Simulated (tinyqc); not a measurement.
Worked calculation: free and nearly free electrons in a metal. Values are carried at full precision from step to step, so a last printed digit may differ when a step is redone from the rounded ones.

The cubic cell holds 4 atoms: n = 4 z/a^3, kF = (3 pi^2 n)^(1/3), EF = c kF^2/m, vF = 2 c kF/(m hbar), c = hbar^2/2m0; rs = (3/(4 pi n))^(1/3)/a0; D(EF) = 3 n/(2 EF).

Constants: hbar^2/2m0 = 3.80998211 eV angstrom^2; hbar = 6.58211957e-16 eV s; a0 (Bohr radius) = 0.5291772105 angstrom; kB = 8.617333262e-05 eV/K.

Parameters, chosen for this exercise (near those of Au, whose d bands this model ignores; shifted at random, so the results belong to these values and not to a real crystal):
- a = 4.066 angstrom (fcc lattice constant)
- z = 1 (free electrons an atom)
- m = 1 m0 (mass)
- rho = 2.54 micro-ohm cm (bulk resistivity)
- T = 320 K
- V = 0.87 eV (|V_G| for G = (111))
- x = 0.64 (k along G as a share of |G|/2)

## The Fermi sphere

Evaluate the free-electron quantities.

n = 0.05951 1/angstrom^3
kF = 1.2078 1/angstrom
EF = 5.558 eV
vF = 1.398e+06 m/s
rs = 3.003
D(EF) per atom = 0.2699 1/eV

## Relaxation time and mean free path

Drude: 1/rho = n e^2 tau/(m m0) with e = 1.602176634e-19 C and m0 = 9.1093837e-31 kg; mean free path l = vF tau; rho l = hbar kF/(n e^2) = 12 pi^3 hbar/(e^2 S) with S = 4 pi kF^2 does not depend on tau or m.

Use SI units: n in 1/m^3 (1e30 per 1/angstrom^3), rho in ohm m (1e-8 per micro-ohm cm).

tau = 23.48 fs
l = 32.83 nm
rho l = 8.339 1e-16 ohm m^2

Wires lose conductivity to surfaces and grain boundaries, with an excess that scales as rho l over the width and is of the order of rho itself at a width of l = 33 nm.

## Thermal quantities

gamma = (pi^2/3) kB^2 D(EF) per atom, times 96485.33 x 1e3 for mJ/(mol K^2); mu(T) = EF (1 - (pi kB T/EF)^2/12); Wiedemann-Franz kappa = L0 T/rho with L0 = (pi^2/3) (kB/e)^2, kB/e in V/K.

gamma = 0.636 mJ/(mol K^2)
mu - EF = -0.1125 meV
kappa = 308 W/(m K)

## The sphere against the zone faces

Take G = (hkl) 2 pi/a for (111), (200) and (220), with the number of equivalent faces. The Bragg plane of G lies at |G|/2 with |G| = (2 pi/a) sqrt(h^2 + k^2 + l^2). Where kF exceeds it, the sphere cuts the plane in a circle of radius sqrt(kF^2 - G^2/4).

Distance and circle for each G:
```
G      faces  |G|/2 (1/angstrom)  kF/(|G|/2)  circle radius
(111)      8              1.3383      0.9025              -
(200)      6              1.5453      0.7816              -
(220)     12              2.1854      0.5527              -
```

The sphere stays inside the first zone; it reaches 0.903 of the way to the nearest faces.

## Two plane waves near the face

Two plane waves k and k - G, G = (111) (2 pi/a): H = [[c k^2/m, V], [V, c (k - G)^2/m]] with c = hbar^2/2m0.

Build H for k along G, diagonalise, and give the weight of the first wave in the lower state and its velocity along G relative to a free electron, (w k + (1 - w)(k - G))/k.

H (eV):
```
[[2.7949, 0.8700],
 [0.8700, 12.6208]]
```

levels (eV): [2.7185, 12.6972]

w = 0.9923
v/v_free = 0.9761

The splitting is 9.979 eV here and 2V = 1.74 eV on the face, where the normal velocity vanishes. There the lower band lies at 5.954 eV, above the free EF of 5.558 eV, so the Fermi surface does not reach the face. The real noble metals have necks on these faces, through a gap of 4 to 5 eV at L and their d bands.

## Checks

- Lower level against the closed form of the 2 x 2 problem (eV): both 2.7185.
- The product rho l against hbar kF/(n e^2) (1e-16 ohm m^2): both 8.339.

Run: tinyqc, `OMP_NUM_THREADS=1 python tinyqc.py 1651430 1651431 out.jsonl`; Intel(R) Xeon(R) Processor @ 2.30GHz, one thread, shared host; about 0.01 s of CPU time with all checks.
